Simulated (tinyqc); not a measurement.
## Doping and thickness from pinch-off voltage and conductance

Problem. A uniform channel has Vp = q Nd a^2/(2 eps0 eps_r) and G0 = q mu Nd a W/L. Find a and Nd.

Parameters, values chosen for the exercise; material values those of a made-up semiconductor:
```
symbol,value,unit,meaning
eps_r,11.5,,relative permittivity of the semiconductor
mu,2400,cm^2/(V s),low-field mobility at this doping
L,0.5,um,gate length
W,50,um,gate width
```

Constants: q = 1.602176634e-19 C, eps0 = 8.8541878128e-14 F/cm where lengths are in cm. Results are converted to the units shown.

Vp = 4.7794741 V
G0 = 155.73157 mS

Solution. G0 gives the product Nd a and Vp gives Nd a^2; their ratio is a.

a = 150 nm
Nd = 2.70e17 cm^-3

tinyqc, about 0.07 s, one thread, Intel Xeon 2.30GHz (shared host): `OMP_NUM_THREADS=1 python tinyqc.py 2500134 2500135 out.jsonl`
